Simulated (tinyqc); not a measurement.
Polycrystalline film, grain-boundary barriers (Seto model): one step of the calculation.

One-dimensional grains of size Lg with donors N; each boundary has Qt acceptor-like traps per area at one level Et below the band edge. Trapped electrons qt deplete a width w = qt/N (both sides together) and raise a barrier Vb = q N w^2/(8 eps0 eps_r). Current crosses the barriers by thermionic emission at small bias. Abrupt depletion, full ionisation, Boltzmann statistics.

Task. Barrier, resistivity and effective mobility. Partly depleted grains: the density at the grain centre is n0 = N and qt = Qt/(1 + 2 (Nc/N) exp((Vb - Et)/Vt)). If that gives qt >= N Lg, the grains are fully depleted: qt = N Lg, w = Lg and n0 = 2 Nc exp((Vb - Et)/Vt)/(Qt/(N Lg) - 1). Resistivity: barriers rb = Vt exp(Vb/Vt)/(q n0 vc Lg), grain interior rg = (1 - w/Lg)/(q mg N); effective mobility 1/(q N (rb + rg)).

Values chosen for this exercise; values close to those of polycrystalline silicon:
- T = 300 K (temperature)
- eps_r = 11.7 (relative permittivity of the semiconductor)
- Lg = 20 nm (grain size)
- Qt = 3.6e12 cm^-2 (trap density at a boundary)
- N = 1.2e18 cm^-3 (donor density)
- mg = 150 cm^2/(V s) (mobility inside a grain)
- vc = 3.9e6 cm/s (collection velocity at the barrier)
- Nc = 2.8e19 cm^-3 (conduction-band density of states at T)
- Et = 0.49 eV (trap level below the band edge)

Constants: q = 1.602176634e-19 C, kB = 1.380649e-23 J/K, Vt = kB T/q, eps0 = 8.8541878128e-14 F/cm where lengths are in cm. Results are converted to the units shown.

Find: qt; w; Vb; n0; rb; rg; effective mobility.

Result.

qt = 2.400e12 cm^-2
w = 20.00 nm
Vb = 0.09280 V
n0 = 2.379e13 cm^-3
rb = 3.149e4 ohm cm
rg = 0 ohm cm
effective mobility = 1.652e-4 cm^2/(V s)

The grains are fully depleted, 66.7 % of the traps are filled and the barriers give 100 % of the resistivity.

Computed by the program tinyqc: `OMP_NUM_THREADS=1 python tinyqc.py 2610069 2610070 out.jsonl`, one thread of a shared Intel Xeon 2.30GHz, about 0.01 s for the whole run.
